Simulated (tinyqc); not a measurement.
The solidus: solid solubility of a dopant against its melt (retrograde solidus), clustering and the electrically active fraction. Computed by tinyqc, a small Python program. Command: `OMP_NUM_THREADS=1 python tinyqc.py 3006748 3006749 out.jsonl retro walk`. One thread of a shared host (Intel(R) Xeon(R) Processor @ 2.30GHz), about 0.01 s of CPU time with the checks.

Inputs (values chosen for the exercise, of the order of those of gallium in silicon for the solubility):
```
quantity                                   value    unit
melting point of the host T_m               1687       K
heat of melting of the host H_f             50.2  kJ/mol
interaction L of the melt                    2.8  kJ/mol
enthalpy of transfer from melt to solid H  0.667      eV
entropy of transfer S                       -0.5     k_B
site density N0                            5e+22  1/cm^3
```

Constants: R = 8.314462618 J/(mol K); k_B = 8.617333262e-05 eV/K; e = 1.602176634e-19 C; N_A = 6.02214076e+23 1/mol.

Method. x_l and x_s are atom fractions of the dopant in melt and solid; the solid is dilute. Liquidus of the host: R T ln(1 - x_l) + L x_l^2 = -H_f (1 - T/T_m). Distribution: k = x_s/x_l = exp[L (1 - x_l)^2/(R T)] exp(S/k_B - H/(k_B T)), the first factor being the activity coefficient in the melt. Solubility = x_s N0; at T_m x_l = 0. The largest x_s N0 between 900 K and T_m. For an ideal melt with constant heats the maximum has x_l = H_f/(H + H_f), H in the same units.

largest solubility = 7.34292e+19 1/cm^3

temperature of the maximum = 1465.09 K

Against temperature:
```
T (K)      x_l          k  solubility (1/cm^3)  over the maximum
1000   0.93633  0.0002642           1.2368e+19           0.16844
1100   0.88337  0.0005355           2.3650e+19           0.32208
1200   0.80491  0.0009688           3.8988e+19           0.53096
1300   0.69606  0.0016123           5.6114e+19           0.76419
1400   0.55404  0.0025266           6.9991e+19           0.95318
1500   0.38039  0.0037955           7.2187e+19           0.98309
1580   0.22355  0.0051417           5.7471e+19           0.78268
1640   0.09931  0.0063898           3.1728e+19           0.43209
1675   0.02544  0.0072260           9.1919e+18           0.12518
```

What does the comparison show, and why?

Between the first rows the Arrhenius energy of the solubility is 0.61 eV, against H = 0.667 eV; it shrinks to zero at 1465 K and turns negative beyond. A crystal saturated at the maximum precipitates dopant-rich liquid on cooling and on heating alike. Below a eutectic or compound temperature another phase would set the limit.

Extremes, crossings and ranges named in words are read from the listed rows.
